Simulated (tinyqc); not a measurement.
n-type polysilicon, carrier trapping at grain boundaries: two steps of the calculation.

One-dimensional grains of size Lg, uniform ionised doping N, monovalent traps Qt at each boundary at a depth Et below (for electrons) or above (for holes) the band edge there, abrupt depletion of width W on each side of a boundary, Boltzmann statistics. xi is the distance from the band edge at the grain centre to the Fermi level. Trapped charge Qt/(1 + exp((xi + VB - Et)/Vt)) = 2 N W, barrier VB = q N W^2/(2 eps0 eps_r).

Values chosen for this exercise; values of the order met in polycrystalline silicon: temperature T = 300 K; relative permittivity eps_r = 11.7; conduction-band density of states at T NB = 2.8e19 cm^-3; grain size Lg = 41 nm; trap density of a grain boundary Qt = 1e12 cm^-2; depth of the trap level from the majority band edge at the boundary Et = 0.31 eV; mass for thermionic emission ms = 0.51 m0; correction factor of the emission rate fe = 0.12; mobility inside the grains mug = 93 cm^2/(V s); doping N = 5.4e16 cm^-3.

Constants: q = 1.602176634e-19 C, kB = 1.380649e-23 J/K, m0 = 9.1093837015e-31 kg, Vt = kB T/q, eps0 = 8.8541878128e-14 F/cm where lengths are in cm. Results are converted to the units shown.

Task 1. Depletion width, Fermi level and barrier. If the trap equation with xi = Vt ln(NB/N) has a root W < Lg/2, the grain is partly depleted; otherwise W = Lg/2 and the trap equation gives xi = Et - VB + Vt ln(Qt/(N Lg) - 1). N* = Qt/Lg.

Give: N*; W; xi; VB; share of traps filled.

Result 1.

N* = 2.4390e17 cm^-3
W = 20.500 nm
xi = 0.32496 V
VB = 0.017549 V
share of traps filled = 0.22140

N is 0.221 N*, and the grain is fully depleted; VB = 0.679 Vt.

Task 2. Resistivity and effective mobility. n0 = NB exp(-xi/Vt); mean density n0 (1 - 2 W/Lg) by charge balance in a partly depleted grain, and n0 (sqrt(pi)/2) erf(u)/u with u = sqrt(VB/Vt) in a fully depleted one; v = sqrt(kB T/(2 pi ms m0)); barrier resistivity Vt exp(VB/Vt)/(q fe n0 v Lg); grain resistivity (1 - 2 W/Lg)/(q n0 mug); effective mobility 1/(q mean density total resistivity).

W = 20.5 nm
xi = 0.32496078 V
VB = 0.017548795 V

Find: n0; mean density; v; barrier resistivity; grain resistivity; resistivity; effective mobility.

Result 2.

n0 = 9.7288e13 cm^-3
mean density = 7.9118e13 cm^-3
v = 3.7669e6 cm/s
barrier resistivity = 1764.4 ohm cm
grain resistivity = 0.0000 ohm cm
resistivity = 1764.4 ohm cm
effective mobility = 44.712 cm^2/(V s)

The resistivity is 1420 times that of a single crystal with the same N and mobility mug, and the mean density is 0.147 % of N.

Numbers from tinyqc (`OMP_NUM_THREADS=1 python tinyqc.py 2830004 2830005 out.jsonl`; about 0.01 s on one thread of a shared Intel Xeon 2.30GHz).
